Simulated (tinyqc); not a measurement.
Worked calculation: tight binding, honeycomb lattice. One step of it, computed by the program tinyqc.

Task: Levels at k. Diagonalise the Hermitian matrix.

H(k) at k (eV):
```
                     A                    B
A             0.000000  -2.875395-4.554722i
B  -2.875395+4.554722i             0.000000
```

Give: eigenvalues; weights |c|^2 of the basis functions.

Result:

eigenvalues (eV): -5.3864  5.3864

weights |c|^2 of the basis functions:
```
   band 1  band 2
A  0.5000  0.5000
B  0.5000  0.5000
```
